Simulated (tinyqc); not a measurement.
Donor or exciton in a quantum well (variational effective-mass method): one step, computed by the program tinyqc. Command: `OMP_NUM_THREADS=1 python tinyqc.py 3022783 3022784 out.jsonl welldonor walk`. One thread of a shared host (Intel(R) Xeon(R) Processor @ 2.30GHz), about 0.04 s of CPU time with the checks.

Electron and hole in their lowest subbands f(z) = cos(pi z/L); relative in-plane motion exp(-rho/lambda) (separable trial function), H = -nabla_rho^2 - 2/sqrt(rho^2 + (z_e - z_h)^2) in effective units. Mass and screening are the same in well and barrier; l = L/a* is the width in effective units. Bands are flat: no polarisation or applied field.

Problem. Binding at the trial radius. k = pi/l; f = cos(k z) inside and zero outside. Binding E_b(lambda) = -1/lambda^2 + (8/lambda^2) int_0^l P(z) g(z) dz, with P(z) = (2/l) [(1 - z/l)(1 + cos(2 pi z/l)/2) + (3/(4 pi)) sin(2 pi z/l)] the distribution of |z_e - z_h| and g(z) = int_z^infinity exp(-2 sqrt(r^2 - z^2)/lambda) dr = int_0^infinity exp(-2 rho/lambda) rho/sqrt(rho^2 + z^2) d rho; 40 Gauss-Legendre points in z and 40 in t with rho = lambda t/(1 - t).

Inputs (values chosen for the exercise, modelled on InAs): trial radius lambda = 1.9 a*.

Centre: exciton. Barriers: infinite.

l = 1.017473

Give: int P dz; int P g dz; E_b(lambda).

Solution.

int P dz = 1

int P g dz = 0.8037 a*

E_b(lambda) = 1.504 Ry*
